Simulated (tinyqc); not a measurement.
# Capacitance measurement on a leaky thin oxide: effects of series resistance and leakage: effects of single changes

The device is a capacitance C in parallel with a leakage conductance G, in series with Rs and Ls. An impedance meter reports either a parallel pair (Cp, Gp) from Y = 1/Z = Gp + i w Cp or a series pair (Cs, Rm) from Z = Rm + 1/(i w Cs); w = 2 pi f, dissipation D = Gp/(w |Cp|).

Values chosen for this exercise; values of the order met in thin-oxide MOS capacitors:

| symbol | value | unit | meaning |
|---|---|---|---|
| eox | 9 |  | relative permittivity of the gate insulator (close to aluminium oxide) |
| tox | 4.8 | nm | insulator thickness |
| A | 400 | um^2 | gate area |
| zc | 0.25 | nm | oxide-equivalent thickness added by the accumulation layer |
| zp | 0 | nm | oxide-equivalent thickness added by gate depletion |
| Jg | 0.36 | A/cm^2 | gate leakage current density, not matched to the thickness |
| Vs | 0.32 | V | voltage for an e-fold rise of the leakage |
| Rs | 15 | ohm | series resistance |
| Ls | 0 | nH | series inductance |
| f | 2e5 | Hz | measuring frequency |

Constants: eps0 = 8.8541878128e-14 F/cm where lengths are in cm. Results are converted to the units shown.

Each table varies one quantity; the others keep the values above.

## Readings against frequency

EOT = 3.9 tox/eox; CET = EOT + zc + zp; C = 3.9 eps0 A/CET; G = Jg A/Vs. Z = Rs + i w Ls + 1/(G + i w C); CET read from Cp = 3.9 eps0 A/Cp; errors under 0.001 % are printed as 0.

The same in every row: C (pF) = 5.9281.

Result of one run:
```
f (Hz)	Cp (pF)	Cs (pF)	D	error of Cp (%)	error of Cs (%)	CET read from Cp (nm)
3e7	5.9257	5.9282	0.020789	-0.0416	1.62e-3	2.3310
```

What becomes of these results when the measuring frequency f is changed from 3e7 to 1000 Hz, all else the same?

Result of the changed run:
```
f (Hz)	Cp (pF)	Cs (pF)	D	error of Cp (%)	error of Cs (%)	CET read from Cp (nm)
1000	5.9273	86532	120.82	-0.0135	1.46e6	2.3303
```

The whole series:
```
f (Hz)	Cp (pF)	Cs (pF)	D	error of Cp (%)	error of Cs (%)	CET read from Cp (nm)
1000	5.9273	86532	120.82	-0.0135	1.46e6	2.3303
3000	5.9273	9620.0	40.274	-0.0135	1.62e5	2.3303
10000	5.9273	871.19	12.082	-0.0135	1.46e4	2.3303
30000	5.9273	102.07	4.0274	-0.0135	1620	2.3303
1e5	5.9273	14.581	1.2083	-0.0135	146	2.3303
3e5	5.9273	6.8895	0.40291	-0.0135	16.2	2.3303
1e6	5.9273	6.0147	0.12138	-0.0135	1.46	2.3303
3e6	5.9273	5.9377	0.041950	-0.0138	0.162	2.3303
1e7	5.9271	5.9290	0.017669	-0.0166	0.0146	2.3304
3e7	5.9257	5.9282	0.020789	-0.0416	1.62e-3	2.3310
```

D goes from 121 through a minimum of 0.0177 (at f = 1e7 Hz among the rows listed) to 0.0208; without inductance its minimum lies at f = sqrt(G (1 + G Rs)/Rs)/(2 pi C) = 1.47e7 Hz. The error of Cp goes from -0.0135 to -0.0416 % and that of Cs from 1.46e6 to 0.00162 %; at low frequency Cp tends to C/(1 + G Rs)^2 and Cs grows as 1 + (G/(w C))^2. One of the two readings is within 2 % of C for f = 1000, 3000, 10000, 30000, 1e5, 3e5, 1e6, 3e6, 1e7, 3e7 Hz. For f = 1000, 3000, 10000, 30000, 1e5 D exceeds 1, where the accuracy of real meters degrades in proportion to sqrt(1 + D^2).

## Effect of the gate area

Same model as above.

Rs is held fixed.

Results:
```
A (um^2)	C (pF)	Cp (pF)	Cs (pF)	D	error of Cp (%)	error of Cs (%)	CET read from Cp (nm)
20	0.2964	0.2964	0.4046	0.6041	0	36.5	2.330
70	1.037	1.037	1.416	0.6041	-2.36e-3	36.5	2.330
200	2.964	2.964	4.046	0.6041	-6.75e-3	36.5	2.330
600	8.892	8.890	12.14	0.6043	-0.0202	36.5	2.330
5000	74.10	73.98	101.1	0.6060	-0.169	36.5	2.334
10000	148.2	147.7	202.3	0.6079	-0.337	36.5	2.338
40000	592.8	584.8	809.1	0.6193	-1.35	36.5	2.362
```

Estimate the missing row, A = 2000 um^2.

Computed row:
```
A (um^2)	C (pF)	Cp (pF)	Cs (pF)	D	error of Cp (%)	error of Cs (%)	CET read from Cp (nm)
2000	29.64	29.62	40.46	0.6048	-0.0675	36.5	2.332
```

With this row back in the table: As A goes from 20 to 40000, the error of Cp goes from 0 to -1.35 %, that of Cs from 36.5 to 36.5 %, and D rises from 0.604 to 0.619. The CET read from Cp goes from 2.33 to 2.36 nm against the true 2.33 nm. G/(w C) does not depend on the area, while G Rs and w C Rs grow with it.

tinyqc, about 0.01 s, one thread, Intel Xeon 2.30GHz (shared host): `OMP_NUM_THREADS=1 python tinyqc.py 2022187 2022188 out.jsonl`
